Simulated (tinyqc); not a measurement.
Reset of a mushroom phase-change cell, hemispherical electro-thermal model: two steps of the calculation.

Current spreads from a hemispherical contact of radius r0 into a large dome with constant rho and ka: j = I/(2 pi r^2). With s = r0/r the steady rise is T - T0 = c (b s - s^2), c = I^2 rho/(8 pi^2 ka r0^2). The heat lost through the heater, (T(r0) - T0)/Rh, fixes b = (2 + g)/(1 + g), g = 1/(2 pi ka r0 Rh).

Values chosen for this exercise; values of the order of Ge-Sb-Te and related chalcogenides:
```
symbol,value,unit,meaning
T0,300,K,ambient temperature
Tm,897,K,melting point
r0,33,nm,radius of the heater contact
rho,6.3,mohm cm,resistivity of the hot chalcogenide
ka,1.56,W/(m K),its thermal conductivity
Rh,20,K/uW,thermal resistance of the path through the heater
I,1500,uA,reset current
```

Task 1. Constants and melting current. The peak lies at s = b/2 with the rise c b^2/4; melting starts at the current where that equals Tm - T0, and the molten shell spans the roots of s^2 - b s + (Tm - T0)/c = 0 (s at most 1). Electrical resistance rho/(2 pi r0).

Give: g; b; resistance; radius of the peak; melting current; power at that current.

Result 1.

g = 0.15458
b = 1.8661
resistance = 0.30384 kohm
radius of the peak = 35.368 nm
melting current = 1208.3 uA
power at that current = 443.61 uW

Task 2. Temperature profile and molten shell. 

r, point 0 to 7 (nm): [33, 37.9, 44.6, 52.8, 66, 85.8, 115.5, 165]
b = 1.8661163

Give: c; T; peak T; inner radius of the melt; outer radius of the melt.

Result 2.

c = 1056.8 K
T, point 0 to 7 (K): [1215.3, 1215.9, 1180.6, 1119.7, 1021.8, 902.16, 777.18, 652.14]
peak T = 1220.0 K
inner radius of the melt = 33.000 nm
outer radius of the melt = 86.800 nm

The melt reaches the contact.

Range of the model: Constant properties, no latent heat, thermoelectric terms, boundary resistance or heating in the heater itself.

Numbers from tinyqc (`OMP_NUM_THREADS=1 python tinyqc.py 2490070 2490071 out.jsonl`; about 0.01 s on one thread of a shared Intel Xeon 2.30GHz).
